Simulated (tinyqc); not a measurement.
# Worked calculation: free and trapped electrons in a MOS channel with a dense trap tail

tinyqc, about 0.02 s, one thread, Intel Xeon 2.30GHz (shared host): `OMP_NUM_THREADS=1 python tinyqc.py 2222097 2222098 out.jsonl` Printed values are rounded.

p-type body, charge-sheet picture, full ionisation (an idealisation for deep acceptors), Boltzmann statistics for free electrons. e = Ec - EF at the surface. Acceptor-like traps of density D(E) = D0 + De exp(-E/Ew) at depth E below Ec, from 0 to Eu, hold n_t = integral of D(E)/(1 + exp((e - E)/Vt)). psi = Eg - Vt ln(Nv/Na) - e; N_dep = sqrt(2 eps0 eps_r Na (psi - Vt)/q); n_f = sqrt(N_dep^2 + 2 eps0 eps_r Vt Nc exp(-e/Vt)/q) - N_dep; Vg = Vfb + psi + q (N_dep + n_t + n_f)/Cox, Cox = eps0 eox/tox.

Parameters, values chosen for the exercise; band and dielectric values close to those of 4H silicon carbide: temperature T = 250 K; band gap Eg = 3.22 eV; relative permittivity eps_r = 9.53; conduction-band density of states at T Nc = 1.29e19 cm^-3; valence-band density of states at T Nv = 1.92e19 cm^-3; relative permittivity of the insulator eox = 3.9; insulator thickness tox = 40 nm; acceptor density Na = 9.6e15 cm^-3; flat-band voltage without trapped charge Vfb = -2.51 V; constant background density of acceptor-like traps D0 = 1.9e11 cm^-2 eV^-1; density of the tail at the conduction edge De = 5.6e13 cm^-2 eV^-1; decay energy of the tail Ew = 0.08 eV; depth below Ec down to which the traps reach Eu = 0.98 eV; mobility of free electrons mf = 110 cm^2/(V s); Ec - EF at the surface e = 0.07 eV.

Constants: q = 1.602176634e-19 C, kB = 1.380649e-23 J/K, Vt = kB T/q, eps0 = 8.8541878128e-14 F/cm where lengths are in cm. Results are converted to the units shown.

## Trapped charge

Trapezoid rule on 13 equal steps from 0 to Eu, f = 1/(1 + exp((e - E)/Vt)).

| point | E (eV) | D(E) f (cm^-2 eV^-1) |
|---|---|---|
| 0 | 0 | 2.09888e12 |
| 1 | 0.0753846 | 1.23759e13 |
| 2 | 0.150769 | 8.49573e12 |
| 3 | 0.226154 | 3.50241e12 |
| 4 | 0.301538 | 1.48188e12 |
| 5 | 0.376923 | 6.93492e11 |
| 6 | 0.452308 | 3.86225e11 |
| 7 | 0.527692 | 2.66474e11 |
| 8 | 0.603077 | 2.19804e11 |
| 9 | 0.678462 | 2.01615e11 |
| 10 | 0.753846 | 1.94527e11 |
| 11 | 0.829231 | 1.91764e11 |
| 12 | 0.904615 | 1.90688e11 |
| 13 | 0.98 | 1.90268e11 |

n_t = 2.21216e12 cm^-2

With 1600 steps n_t = 2.220e12 cm^-2; the coarse value is 0.36 % below it.

## Charges and gate voltage

psi, N_dep, n_f and Vg as defined, with the n_t given; free share n_f/(n_f + n_t); apparent mobility mf n_f/(n_f + n_t); gate voltage spent on traps q n_t/Cox.

psi = 2.98625 V
N_dep = 5.47529e11 cm^-2
n_f = 9.54129e10 cm^-2
Vg = 5.77507 V
free share = 4.13476 %
apparent mobility = 4.54824 cm^2/(V s)
gate voltage spent on traps = 4.10558 V
